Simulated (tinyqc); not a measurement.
Stretching all distances: RHF, UHF, MP2, CISD and CCSD against full CI in the sto-6g basis, for H3+, spin multiplicity 1. Computed by the program tinyqc with PySCF. All coordinates are multiplied by the scale. c0^2 is the weight of the RHF determinant in the lowest singlet FCI state (UHF is spin-contaminated and may lie near states of higher spin) and n(LUMO) the first natural occupation beyond the occupied space.

Geometry (angstrom):

| atom | x | y | z |
|---|---|---|---|
| H | 0.0000 | 0.0000 | 0.0000 |
| H | 0.0000 | 0.0000 | 0.8400 |
| H | 0.0000 | 0.8010 | 0.4200 |

Full CI energy (hartree) and errors against it (kcal/mol):

| scale | distance 1-2 (angstrom) | E(FCI) | RHF | UHF | MP2 | CISD | CCSD | <S^2> UHF | c0^2 | n(LUMO) |
|---|---|---|---|---|---|---|---|---|---|---|
| 0.880 | 0.739 | -1.22942 | 13.781 | 13.781 | 3.955 | 0.000 | 0.000 | 0.000 | 0.989 | 0.012 |
| 1.190 | 1.000 | -1.27761 | 18.975 | 18.975 | 5.878 | 0.000 | 0.000 | 0.000 | 0.979 | 0.023 |
| 1.810 | 1.520 | -1.15123 | 37.319 | 35.727 | 11.902 | 0.000 | 0.000 | 0.230 | 0.932 | 0.073 |
| 2.110 | 1.772 | -1.08668 | 50.774 | 32.711 | 15.162 | 0.000 | 0.000 | 0.658 | 0.891 | 0.117 |
| 2.420 | 2.033 | -1.03539 | 66.724 | 23.517 | 16.899 | 0.000 | 0.000 | 0.868 | 0.841 | 0.174 |
| 2.730 | 2.293 | -1.00010 | 82.757 | 14.884 | 14.893 | 0.000 | 0.000 | 0.952 | 0.790 | 0.234 |

Estimate the missing row, scale = 1.5.

Computed row:
```
scale  distance 1-2 (angstrom)    E(FCI)     RHF     UHF    MP2   CISD   CCSD  <S^2> UHF   c0^2  n(LUMO)
1.500                    1.260  -1.22453  26.568  26.568  8.535  0.000  0.000      0.000  0.961    0.042
```

UHF parts from RHF first at scale 1.81 of those listed, where <S^2> leaves zero. The weight c0^2 goes from 0.99 to 0.79 and n(LUMO) from 0.01 to 0.23: static correlation grows as the bonds break into open-shell fragments. The spread of the error along the curve, which distorts its shape, is CISD 0.0, CCSD 0.0, MP2 12.9, UHF 21.9, RHF 69.0 kcal/mol. With two electrons CISD and CCSD are exact.
